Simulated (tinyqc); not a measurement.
Length of a polyene: Hueckel, PPP and singles CI along the polyenes. Computed by the program tinyqc. 

All-trans chains of carbon centres 1.40 angstrom apart:

| parameter | value |
|---|---|
| beta (eV), times 1 +/- alternation | -2.140000 |
| alternation | 0.050000 |
| W (eV) | 11.160000 |
| gamma_rr (eV) | 10.990000 |
| repulsion formula | MN |

Hueckel uses the same beta without repulsion; CIS keeps all single excitations and so misses the low, doubly excited 2Ag state. W is the valence ionisation energy of a centre, MN the Mataga-Nishimoto formula, f the oscillator strength.

Gaps and excitations (eV):

| centres | Hueckel gap | PPP orbital gap | bright singlet (CIS) | f | lowest triplet (CIS) |
|---|---|---|---|---|---|
| 2 | 4.494 | 9.807 | 7.332 | 0.629 | 1.656 |
| 4 | 2.899 | 7.643 | 5.190 | 0.980 | 0.953 |
| 6 | 2.173 | 6.551 | 4.197 | 1.380 | 0.643 |
| 8 | 1.762 | 5.896 | 3.611 | 1.756 | 0.477 |
| 10 | 1.498 | 5.462 | 3.224 | 2.108 | 0.375 |
| 12 | 1.316 | 5.158 | 2.951 | 2.438 | 0.309 |

The Hueckel gap tends to 4 x alternation x |beta| = 0.43 eV for long chains. Exchange opens the PPP orbital gap, and the attraction of electron and hole brings the bright state 2.21 eV below it at 12 centres; the triplet lies 2.64 eV lower still.
